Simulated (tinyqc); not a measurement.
Finite line against the semi-infinite law: electromigration in a confined line: Blech product, Korhonen stress evolution and Black's law. Computed by tinyqc, a small Python program. Command: `OMP_NUM_THREADS=1 python tinyqc.py 3010898 3010899 out.jsonl emigr walk`. One thread of a shared host (Intel(R) Xeon(R) Processor @ 2.30GHz), about 0.02 s of CPU time with the checks.

The electron wind pushes atoms from the cathode (x = 0) to the anode (x = L); blocking ends build a back stress (tension positive). The input rho is taken not to change with temperature. d sigma/dt = d/dx [kappa (d sigma/dx + G)], with zero flux at both ends and sigma = 0 at t = 0.

Inputs (values chosen for the exercise, close to those used for ruthenium lines):
```
quantity                    value          unit
resistivity rho              13.8  micro-ohm cm
atomic volume Omega          13.6    angstrom^3
effective charge number Z*    1.6             -
prefactor D0                1e-06         m^2/s
activation energy E           1.4            eV
effective modulus B            68           GPa
critical stress sigma_c       520           MPa
current density j               3       MA/cm^2
line length L                  24            um
test temperature T            230             C
```

Start: stress-free.

Constants: e = 1.602176634e-19 C; k_B = 8.617333262e-05 eV/K; k_B = 1.380649e-23 J/K.

Method:
- G = Z* e rho j/Omega; D = D0 exp(-E/(k_B T)); kappa = D B Omega/(k_B T); drift velocity of an unconfined line v = D Z* e rho j/(k_B T). SI: 1 micro-ohm cm = 1e-8 ohm m, 1 MA/cm^2 = 1e10 A/m^2.
- Temperatures in kelvin are T(C) + 273.15.
- At steady state sigma(x) = G (L/2 - x). A void forms only if the cathode stress reaches sigma_c, that is if j L exceeds (j L)_c = 2 Omega (sigma_c)/(Z* e rho). Time scale tau = L^2/kappa.
- sigma(x, t) = G L [1/2 - x/L - 4 sum_(m odd) cos(m pi x/L) exp(-m^2 pi^2 s)/(m pi)^2], s = t/tau, summed to m = 399.
- Semi-infinite line: sigma(0, t) = 2 G L sqrt(s/pi). One-term form: keep m = 1 alone.

tau = 126732 h

stress gradient G = 78.0354 MPa/um

Cathode stress (MPa):
```
s           t (h)  full series  semi-infinite  one term
0.002  2.5346e+02        94.51           94.5    192.22
0.005  6.3366e+02       149.43          149.4    213.94
0.01   1.2673e+03       211.33          211.3    248.72
0.02   2.5346e+03       298.86          298.9    313.35
0.05   6.3366e+03       472.04          472.5    473.03
0.1    1.2673e+04       653.51          668.3    653.53
0.2    2.5346e+04       830.99          945.1    830.99
0.4    5.0693e+04       921.78         1336.6    921.78
0.8    1.0139e+05       936.14         1890.2    936.14
```

Among these rows the semi-infinite law holds to 1 % up to s = 0.05 and the one-term form from s = 0.05 on: the far end is felt once sqrt(kappa t) is no longer small against L, and by then the terms with m > 1 have nearly died out. The critical stress 520 MPa is passed between s = 0.05 and 0.1. Caution: rows beyond sigma_c are formal, since a void ends the model there.
